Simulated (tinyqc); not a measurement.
# Thin-film transistor with exponential tail and deep states, accumulation layer: effects of single changes

An undoped film in accumulation, thicker than the space-charge layer. With band bending psi the Fermi level lies E0 - psi below the band edge. Free electrons n = n0 exp(psi/Vt) carry the current; electrons in two exponential distributions of traps, a = a0 exp(psi/Va) and d = d0 exp(psi/Vp), do not. Linear regime, ohmic contacts, traps in equilibrium.

Parameters, values chosen for the exercise; values close to those of an organic semiconductor: temperature T = 270 K; relative permittivity of the semiconductor eps_r = 3.2; density of extended states Nc = 7.9e19 cm^-3; band mobility mb = 3.1 cm^2/(V s); total density of tail states Nt = 8.8e19 cm^-3; characteristic temperature of the tail Tt = 440 K; total density of deep states Nd = 3.4e17 cm^-3; characteristic temperature of the deep states Td = 1100 K; bulk Fermi level below the band edge E0 = 0.68 eV; gate capacitance Ci = 100 nF/cm^2; ratio W/L WL = 2; drain voltage Vd = 0.2 V; gate voltage above flat band Vg = 2 V.

Constants: q = 1.602176634e-19 C, kB = 1.380649e-23 J/K, Vt = kB T/q, eps0 = 8.8541878128e-14 F/cm where lengths are in cm. Results are converted to the units shown.

Each table varies one quantity; the others keep the values above.

## Effect of the total density of tail states

Va = kB Tt/q, Vp = kB Td/q; n0 = Nc exp(-E0/Vt), a0 = Nt th(T/Tt) exp(-E0/Va), d0 = Nd th(T/Td) exp(-E0/Vp), th(x) = pi x/sin(pi x). G(psi) = sum over the three kinds of c0 [V (exp(psi/V) - 1) - psi], field F = sqrt(2 q G/(eps0 eps_r)); Vg = psi + eps0 eps_r F/Ci at the surface. Total charge Q = Ci (Vg - psi_s); free charge Qf = q times the integral of n0 (exp(psi/Vt) - 1)/F over psi from 0 to psi_s; I = (W/L) mb Qf Vd; effective mobility mb Qf/Q.

Results:

| Nt (cm^-3) | E0 - psi_s (eV) | Q (nC/cm^2) | free share (%) | effective mobility (cm^2/(V s)) | I (nA) |
|---|---|---|---|---|---|
| 2.9e18 | 0.05935 | 137.9 | 53.96 | 1.673 | 92.29 |
| 6.8e18 | 0.06691 | 138.7 | 37.12 | 1.151 | 63.84 |
| 1.6e19 | 0.08141 | 140.1 | 18.77 | 0.5818 | 32.62 |
| 8.3e19 | 0.1291 | 144.9 | 2.205 | 0.06835 | 3.962 |
| 1.9e20 | 0.1577 | 147.8 | 0.6218 | 0.01927 | 1.139 |
| 4.4e20 | 0.1874 | 150.7 | 0.1668 | 0.005170 | 0.3117 |

Estimate the missing row, Nt = 3.6e19 cm^-3.

Computed row:

| Nt (cm^-3) | E0 - psi_s (eV) | Q (nC/cm^2) | free share (%) | effective mobility (cm^2/(V s)) | I (nA) |
|---|---|---|---|---|---|
| 3.6e19 | 0.1024 | 142.2 | 7.230 | 0.2241 | 12.75 |

With this row back in the table: As Nt goes from 2.9e18 to 4.4e20 cm^-3, the free share falls from 54.0 to 0.167 %, the distance of the Fermi level from the edge rises from 0.0593 to 0.187 eV and the current falls from 92.3 to 0.312 nA. Q varies by only 8.9 %: the gate sets the charge, the traps decide how much of it moves. For Nt = 2.9e18 to 3.6e19 cm^-3 the th form, which assumes a Fermi level far below the edge, overcounts the filled tail at the surface by more than 15 %.

## Effect of the total density of deep states

Same model as above.

Effect of the total density of deep states:

| Nd (cm^-3) | E0 - psi_s (eV) | Q (nC/cm^2) | free share (%) | effective mobility (cm^2/(V s)) | I (nA) |
|---|---|---|---|---|---|
| 3.4e16 | 0.1298 | 145.0 | 2.168 | 0.06722 | 3.898 |
| 8.2e16 | 0.1300 | 145.0 | 2.144 | 0.06646 | 3.855 |
| 2e17 | 0.1305 | 145.0 | 2.086 | 0.06466 | 3.752 |
| 4.8e17 | 0.1316 | 145.2 | 1.957 | 0.06068 | 3.523 |
| 1.2e18 | 0.1345 | 145.5 | 1.672 | 0.05183 | 3.016 |
| 2.8e18 | 0.1411 | 146.1 | 1.195 | 0.03704 | 2.165 |
| 6.8e18 | 0.1578 | 147.8 | 0.5363 | 0.01662 | 0.9827 |

As Nd goes from 3.4e16 to 6.8e18 cm^-3, the free share falls from 2.17 to 0.536 %, the distance of the Fermi level from the edge rises from 0.130 to 0.158 eV and the current falls from 3.90 to 0.983 nA. Q varies by only 1.9 %: the gate sets the charge, the traps decide how much of it moves.

## Transfer curve

Same model as above.

The last column is d ln I/d ln Vg.

Result of one run:

| Vg (V) | E0 - psi_s (eV) | Q (nC/cm^2) | free share (%) | effective mobility (cm^2/(V s)) | I (nA) | exponent |
|---|---|---|---|---|---|---|
| 0.57 | 0.2993 | 18.93 | 0.07841 | 0.002431 | 0.01840 | 6.282 |

What becomes of these results when the gate voltage above flat band Vg is changed from 0.57 to 4 V, all else the same?

Result of the changed run:

| Vg (V) | E0 - psi_s (eV) | Q (nC/cm^2) | free share (%) | effective mobility (cm^2/(V s)) | I (nA) | exponent |
|---|---|---|---|---|---|---|
| 4 | 0.06783 | 338.8 | 5.722 | 0.1774 | 24.04 | 2.490 |

The whole series:

| Vg (V) | E0 - psi_s (eV) | Q (nC/cm^2) | free share (%) | effective mobility (cm^2/(V s)) | I (nA) | exponent |
|---|---|---|---|---|---|---|
| 0.08 | 0.6096 | 0.9622 | 4.898e-5 | 1.518e-6 | 5.844e-7 | 2.173 |
| 0.13 | 0.5670 | 1.701 | 1.032e-4 | 3.201e-6 | 2.178e-6 | 3.391 |
| 0.21 | 0.5019 | 3.187 | 4.516e-4 | 1.400e-5 | 1.785e-5 | 5.523 |
| 0.35 | 0.4022 | 7.218 | 0.006164 | 1.911e-4 | 5.517e-4 | 7.584 |
| 0.57 | 0.2993 | 18.93 | 0.07841 | 0.002431 | 0.01840 | 6.282 |
| 0.92 | 0.2213 | 46.13 | 0.3963 | 0.01228 | 0.2267 | 4.373 |
| 1.5 | 0.1612 | 98.12 | 1.198 | 0.03715 | 1.458 | 3.360 |
| 2.5 | 0.1095 | 192.9 | 2.905 | 0.09007 | 6.951 | 2.808 |
| 4 | 0.06783 | 338.8 | 5.722 | 0.1774 | 24.04 | 2.490 |

The current rises from 5.84e-7 to 24.0 nA and the free share rises from 4.90e-5 to 5.72 %; the exponent goes from 2.17 through a maximum of 7.58 (at Vg = 0.35 V among the rows listed) to 2.49. If one kind of trap held all the charge, I would go as Q^(2 Tx/T - 1): 7.15 for the deep states, 2.26 for the tail and 1 for free electrons alone. At Vg = 4 V the th form, which assumes a Fermi level far below the edge, overcounts the filled tail at the surface by more than 15 %.

tinyqc, about 0.02 s, one thread, Intel Xeon 2.30GHz (shared host): `OMP_NUM_THREADS=1 python tinyqc.py 2610024 2610025 out.jsonl`
